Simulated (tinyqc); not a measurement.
CCD on RHF in the sto-3g basis, for BeH2, spin multiplicity 1, step by step. One step of it, computed by the program tinyqc.

Question. CCD: starting amplitudes. t_ij^ab = <ij||ab> / (e_i + e_j - e_a - e_b), whose energy is MP2.

orbital energies (hartree): MO1 -4.517359, MO2 -0.470514, MO3 -0.436398, MO4 0.209707, MO5 0.209707, MO6 0.495625, MO7 1.044241

Two-electron integrals over orbitals (pq|rs), unique and non-zero (hartree):
```
(11|11) 2.271424    (21|11) -0.204213   (21|21) 0.028190    (22|11) 0.500115
(22|21) -0.006968   (22|22) 0.411853    (31|11) -0.015435   (31|21) 0.001562
(31|22) -0.003206   (31|31) 0.006586    (32|11) -0.000118   (32|21) -0.001661
(32|22) -0.028879   (32|31) 0.015208    (32|32) 0.161358    (33|11) 0.471267
(33|21) -0.003235   (33|22) 0.415960    (33|31) 0.002155    (33|32) 0.024132
(33|33) 0.447254    (41|41) 0.015768    (42|41) 0.015419    (42|42) 0.050149
(43|41) 0.001224    (43|42) 0.002679    (43|43) 0.015607    (44|11) 0.569168
(44|21) -0.008372   (44|22) 0.374843    (44|31) -0.000612   (44|32) -0.000225
(44|33) 0.363156    (44|44) 0.449859    (51|51) 0.015768    (52|51) 0.015419
(52|52) 0.050149    (53|51) 0.001224    (53|52) 0.002679    (53|53) 0.015607
(54|54) 0.024249    (55|11) 0.569168    (55|21) -0.008372   (55|22) 0.374843
(55|31) -0.000612   (55|32) -0.000225   (55|33) 0.363156    (55|44) 0.401360
(55|55) 0.449859    (61|11) -0.173096   (61|21) 0.024524    (61|22) -0.007163
(61|31) 0.002097    (61|32) 0.000381    (61|33) -0.004477   (61|44) -0.004251
(61|55) -0.004251   (61|61) 0.021737    (62|11) 0.100026    (62|21) -0.006850
(62|22) -0.029785   (62|31) -3.04e-06   (62|32) 0.008763    (62|33) -0.049518
(62|44) 0.046349    (62|55) 0.046349    (62|61) -0.003196   (62|62) 0.075767
(63|11) 0.012568    (63|21) -0.000298   (63|22) 0.014071    (63|31) -0.003682
(63|32) -0.094462   (63|33) -0.019481   (63|44) 0.005972    (63|55) 0.005972
(63|61) -0.000447   (63|62) 0.002047    (63|63) 0.083518    (64|41) 0.016273
(64|42) 0.047429    (64|43) 0.004148    (64|64) 0.051098    (65|51) 0.016273
(65|52) 0.047429    (65|53) 0.004148    (65|65) 0.051098    (66|11) 0.479145
(66|21) -0.006378   (66|22) 0.403024    (66|31) -0.000121   (66|32) 0.003566
(66|33) 0.415327    (66|44) 0.371615    (66|55) 0.371615    (66|61) -0.005652
(66|62) -0.037831   (66|63) -0.006480   (66|66) 0.417565    (71|11) 0.001357
(71|21) -0.001237   (71|22) -0.003531   (71|31) 0.011784    (71|32) 0.020961
(71|33) 0.003457    (71|44) -0.000031   (71|55) -0.000031   (71|61) 0.000250
(71|62) 0.000483    (71|63) -0.002985   (71|66) 0.000608    (71|71) 0.022267
(72|11) -0.010694   (72|21) 0.000298    (72|22) 0.009892    (72|31) 0.002964
(72|32) -0.045895   (72|33) -0.003578   (72|44) -0.004283   (72|55) -0.004283
(72|61) 0.000347    (72|62) -0.011035   (72|63) 0.060142    (72|66) 0.001879
(72|71) 0.006736    (72|72) 0.057017    (73|11) 0.134101    (73|21) -0.005546
(73|22) -0.008664   (73|31) 0.000144    (73|32) -0.000192   (73|33) -0.023635
(73|44) 0.054585    (73|55) 0.054585    (73|61) -0.002982   (73|62) 0.070343
(73|63) 0.010868    (73|66) -0.029455   (73|71) 0.000921    (73|72) -0.003996
(73|73) 0.080394    (74|41) -0.000319   (74|42) -0.002157   (74|43) 0.013750
(74|64) -0.000735   (74|74) 0.016335    (75|51) -0.000319   (75|52) -0.002157
(75|53) 0.013750    (75|65) -0.000735   (75|75) 0.016335    (76|11) 0.001476
(76|21) -0.001186   (76|22) -0.023512   (76|31) 0.011831    (76|32) 0.141571
(76|33) 0.023808    (76|44) -0.000263   (76|55) -0.000263   (76|61) 0.000320
(76|62) 0.006892    (76|63) -0.096858   (76|66) 0.005153    (76|71) 0.016210
(76|72) -0.058713   (76|73) -0.002114   (76|76) 0.142031    (77|11) 0.586860
(77|21) -0.009531   (77|22) 0.438750    (77|31) -0.001014   (77|32) -0.007117
(77|33) 0.455993    (77|44) 0.395277    (77|55) 0.395277    (77|61) -0.009129
(77|62) -0.043855   (77|63) 0.000733    (77|66) 0.444008    (77|71) -0.000112
(77|72) 0.006097    (77|73) -0.017319   (77|76) -0.004339   (77|77) 0.500689
```

Give: Starting amplitudes; correlation energy.

Answer.

Starting amplitudes (spin orbitals 1a, 1b, ...; amplitudes related by a flip of all spins are not repeated; the 24 largest):
```
from      to        t
3a 3b  6a 6b  -0.0448
2a 2b  6a 6b  -0.0392
2a 2b  5a 5b  -0.0369
2a 2b  4a 4b  -0.0369
2a 3b  6a 7b  -0.0287
3a 3b  7a 7b  -0.0271
2a 3b  6b 7a   0.0246
2a 2b  7a 7b  -0.0188
3a 3b  5a 5b  -0.0121
3a 3b  4a 4b  -0.0121
3a 3b  6a 7b  -0.0045
2a 2b  6a 7b   0.0044
2a 3a  6a 7a  -0.0042
1a 2b  5a 5b  -0.0029
1a 2b  4a 4b  -0.0029
1a 1b  6a 6b  -0.0022
2a 3b  5a 5b  -0.0020
2a 3b  4a 4b  -0.0020
1a 1b  7a 7b  -0.0020
1a 1b  5a 5b  -0.0017
1a 1b  4a 4b  -0.0017
2a 3b  7a 7b   0.0013
2a 3b  6a 6b  -0.0011
1a 2b  7a 7b  -0.0010
```

correlation energy = -0.021705 hartree
